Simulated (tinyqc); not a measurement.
# Worked calculation: MOS inversion layer, Poisson-Schroedinger loop

tinyqc, about 0.9 s, one thread, Intel Xeon 2.30GHz (shared host): `OMP_NUM_THREADS=1 python tinyqc.py 2160160 2160161 out.jsonl` Printed values are rounded.

Electrons confined at an insulator interface at z = 0, treated as a hard wall; parabolic valleys, Hartree approximation, no image or exchange terms. The depletion charge lies far deeper than the electrons and gives a uniform field q Nd/(eps0 eps_r); the gate balances all charge. Energies are counted from the band edge at the interface.

Values chosen for this exercise; masses and permittivity close to those of silicon (100): temperature T = 300 K; relative permittivity eps_r = 11.6; mass along z of valley set A (2 valley(s)) mz1 = 0.907 m0; in-plane density-of-states mass of set A md1 = 0.188 m0; mass along z of valley set B (4 valley(s)) mz2 = 0.188 m0; in-plane density-of-states mass of set B md2 = 0.414 m0; sheet density of electrons Ns = 3.2e11 cm^-2; sheet density of depletion charge Nd = 4.1e11 cm^-2; extra shift of set B (strain) dE = 0.04 eV; mesh step hz = 1.5 nm; mixing factor a = 0.7.

Constants: q = 1.602176634e-19 C, kB = 1.380649e-23 J/K, hbar = 1.054571817e-34 J s, m0 = 9.1093837015e-31 kg, Vt = kB T/q, eps0 = 8.8541878128e-14 F/cm where lengths are in cm, hbar^2/(2 m0) = 0.0380998212 eV nm^2. Results are converted to the units shown.

## Fixed part of the potential

z, node 1 to 14 (nm): [1.5, 3, 4.5, 6, 7.5, 9, 10.5, 12, 13.5, 15, 16.5, 18, 19.5, 21]

V0 = q Nd z/(eps0 eps_r) in eV.

fixed potential V0, node 1 to 14 (eV): [0.0095935, 0.0191871, 0.0287806, 0.0383742, 0.0479677, 0.0575612, 0.0671548, 0.0767483, 0.0863418, 0.0959354, 0.1055289, 0.1151225, 0.1247160, 0.1343095]

## Round 1: levels and probability densities

self-consistent potential U at the start, node 1 to 14 (eV): [0, 0, 0, 0, 0, 0, 0, 0, 0, 0, 0, 0, 0, 0]

Tridiagonal Hamiltonian with psi = 0 one step beyond both ends: H_ii = C (1/m_(i-1/2) + 1/m_(i+1/2))/hz^2 + V0_i + U_i (+ dE for the set B), H_(i,i+1) = -C/(m_(i+1/2) hz^2), C = hbar^2/(2 m0). The lowest 2 level(s) of each valley set are kept, normalised to hz sum |psi|^2 = 1. The mass is the same on all intervals.

levels (eV): A1 0.0273148, A2 0.0466212, B1 0.0869046, B2 0.1214273
|psi|^2 of A1, node 1 to 14 (1/nm): [0.2550848, 0.2816542, 0.1058320, 0.0211606, 0.0026818, 0.0002369, 0.0000155, 0.0000008, 0.0000000, 0.0000000, 0.0000000, 0.0000000, 0.0000000, 0.0000000]
|psi|^2 of A2, node 1 to 14 (1/nm): [0.1849274, 0.0000514, 0.1816697, 0.2045954, 0.0776225, 0.0156218, 0.0019897, 0.0001765, 0.0000116, 0.0000006, 0.0000000, 0.0000000, 0.0000000, 0.0000000]
|psi|^2 of B1, node 1 to 14 (1/nm): [0.0647357, 0.1627860, 0.1834779, 0.1347094, 0.0734148, 0.0317102, 0.0112920, 0.0034042, 0.0008856, 0.0002017, 0.0000407, 0.0000073, 0.0000011, 0.0000001]
|psi|^2 of B2, node 1 to 14 (1/nm): [0.0599903, 0.0867422, 0.0197664, 0.0091225, 0.0817745, 0.1370354, 0.1269607, 0.0817881, 0.0403208, 0.0160202, 0.0052895, 0.0014705, 0.0003353, 0.0000501]

## Round 1: Fermi level and occupations

Level k holds N_k = D_k Vt ln(1 + exp((EF - E_k)/Vt)) with D = 2 md1 m0 q/(pi hbar^2) for the set A, D = 4 md2 m0 q/(pi hbar^2) for the set B per eV (spin included); EF is fixed by sum N_k = Ns.

EF = -0.05634390 eV
N_k (cm^-2): A1 1.565933e11, A2 7.495941e10, B1 7.000555e10, B2 1.844176e10

## Round 1: density, output potential and mixing

n_i = sum_k N_k |psi_k|^2 (converted to cm^-3). Hartree part by Gauss: on the interval before node i the electrons still beyond are S_i = Ns - hz sum_(j<i) n_j, and U_i = U_(i-1) + q S_i hz/(eps0 eps_r) in eV, U_0 = 0 at the interface. Mixing: U(new) = U + a (U(out) - U).

n, node 1 to 14 (in units of 1e17 cm^-3): [5.944479, 5.710461, 4.339943, 2.824860, 1.288600, 0.595517, 0.328346, 0.175998, 0.080646, 0.030960, 0.010039, 0.002763, 0.000626, 0.000093]
U(out), node 1 to 14 (eV): [0.00748764, 0.01288887, 0.01628582, 0.01815952, 0.01904175, 0.01947170, 0.01969264, 0.01979833, 0.01984224, 0.01985786, 0.01986260, 0.01986383, 0.01986408, 0.01986411]
U after round 1, node 1 to 14 (eV): [0.00524135, 0.00902221, 0.01140007, 0.01271167, 0.01332923, 0.01363019, 0.01378485, 0.01385883, 0.01388957, 0.01390050, 0.01390382, 0.01390468, 0.01390486, 0.01390488]

## Round 2: levels and probability densities

As before.

levels (eV): A1 0.0351367, A2 0.0569068, B1 0.0976428, B2 0.1336620
|psi|^2 of A1, node 1 to 14 (1/nm): [0.3158982, 0.2630753, 0.0747764, 0.0116374, 0.0011874, 0.0000869, 0.0000048, 0.0000002, 0.0000000, 0.0000000, 0.0000000, 0.0000000, 0.0000000, 0.0000000]
|psi|^2 of A2, node 1 to 14 (1/nm): [0.1843260, 0.0118460, 0.2301219, 0.1770779, 0.0532219, 0.0089945, 0.0009951, 0.0000784, 0.0000047, 0.0000002, 0.0000000, 0.0000000, 0.0000000, 0.0000000]
|psi|^2 of B1, node 1 to 14 (1/nm): [0.0767990, 0.1785423, 0.1847962, 0.1252272, 0.0635587, 0.0257829, 0.0086836, 0.0024904, 0.0006193, 0.0001354, 0.0000263, 0.0000046, 0.0000007, 0.0000001]
|psi|^2 of B2, node 1 to 14 (1/nm): [0.0643170, 0.0813764, 0.0120177, 0.0171892, 0.0960168, 0.1423400, 0.1228997, 0.0752642, 0.0356496, 0.0137007, 0.0043967, 0.0011928, 0.0002666, 0.0000393]

## Round 2: Fermi level and occupations

As before.

EF = -0.04708403 eV
N_k (cm^-2): A1 1.653707e11, A2 7.206929e10, B1 6.612190e10, B2 1.643810e10

## Round 2: density, output potential and mixing

As before.

n, node 1 to 14 (in units of 1e17 cm^-3): [7.165990, 5.750192, 4.136718, 2.324918, 0.981298, 0.470722, 0.266693, 0.140756, 0.062730, 0.023418, 0.007401, 0.001991, 0.000443, 0.000065]
U(out), node 1 to 14 (eV): [0.00748764, 0.01246014, 0.01541442, 0.01691678, 0.01760313, 0.01794506, 0.01812178, 0.01820489, 0.01823861, 0.01825030, 0.01825377, 0.01825465, 0.01825483, 0.01825485]
U after round 2, node 1 to 14 (eV): [0.00681375, 0.01142876, 0.01421011, 0.01565524, 0.01632096, 0.01665060, 0.01682070, 0.01690108, 0.01693390, 0.01694536, 0.01694879, 0.01694966, 0.01694984, 0.01694986]

## Course of the self-consistent loop

Start from U = 0. Stop when the largest |U(out) - U| is below 1e-7 eV, or after 120 rounds.

Course of the iteration:
```
round  level A1 (eV)      EF (eV)  largest |U(out) - U| (eV)
1         0.02731484  -0.05634390                     0.0199
2         0.03513667  -0.04708403                    4.35e-3
3         0.03719405  -0.04477059                    1.05e-3
4         0.03777159  -0.04414704                    2.83e-4
5         0.03793758  -0.04397290                    7.90e-5
6         0.03798592  -0.04392315                    2.25e-5
7         0.03800011  -0.04390872                    6.53e-6
8         0.03800430  -0.04390449                    1.92e-6
9         0.03800554  -0.04390324                    5.66e-7
10        0.03800591  -0.04390288                    1.67e-7
11        0.03800602  -0.04390277                    4.96e-8
```

Converged in 11 rounds. Towards the end the residual shrinks by a factor of about 0.30 a round.

## Converged levels, occupations and centroid

converged U, node 1 to 14 (eV): [0.00748760, 0.01235721, 0.01521775, 0.01665378, 0.01730880, 0.01763686, 0.01780653, 0.01788609, 0.01791822, 0.01792933, 0.01793261, 0.01793344, 0.01793361, 0.01793363]

Solve for the levels with V0 + U, find EF, n_i = sum_k N_k |psi_k|^2 (in cm^-3); share of each level N_k/Ns; centroid sum n z/sum n.

levels (eV): A1 0.0380060, A2 0.0603305, B1 0.1011952, B2 0.1374141
EF = -0.04390277 eV
shares (%): A1 52.29288, A2 22.31328, B1 20.36906, B2 5.02478
n, node 1 to 14 (in units of 1e17 cm^-3): [7.459089, 5.724182, 4.058625, 2.225180, 0.931576, 0.451266, 0.256749, 0.135104, 0.059930, 0.022269, 0.007008, 0.001878, 0.000416, 0.000061]
centroid = 3.592656 nm

An 800-node mesh to 36 nm with 8 levels a set gives A1 = 0.03927 eV, EF = -0.04724 eV and a centroid of 4.656 nm; the levels kept above hold 80.8 % of the electrons there. The coarse centroid is 23 % below the fine one.

## Closed-form estimates

Triangular well: E_k = a_k (C F^2/mz)^(1/3), a_1 = 2.338107, a_2 = 4.087949, C = hbar^2/(2 m0), F in eV/nm. Fang-Howard (all electrons in the lowest level of set A): b^3 = 6 (mz1/C) q (Nd + 11 Ns/32)/(eps0 eps_r), centroid 3/b, level C b^2/(4 mz1) + (3/b) q (Nd + 11 Ns/16)/(eps0 eps_r). Use F = q (Nd + Ns)/(eps0 eps_r), the surface field, and F = q (Nd + Ns/2)/(eps0 eps_r).

A1 with the surface field = 0.04113903 eV
A1 with Nd + Ns/2 = 0.03488366 eV
A2 with Nd + Ns/2 = 0.06099063 eV
b = 1.050302 1/nm
Fang-Howard centroid = 2.856321 nm
Fang-Howard level = 0.03965525 eV

Against the self-consistent A1 = 0.03927 eV on a fine mesh, the surface-field estimate is 4.8 % above it, the half-charge one 11 % below it and Fang-Howard 0.98 % above it. A1 holds 43.9 % of the electrons, and the Fang-Howard centroid is 39 % below the full one.
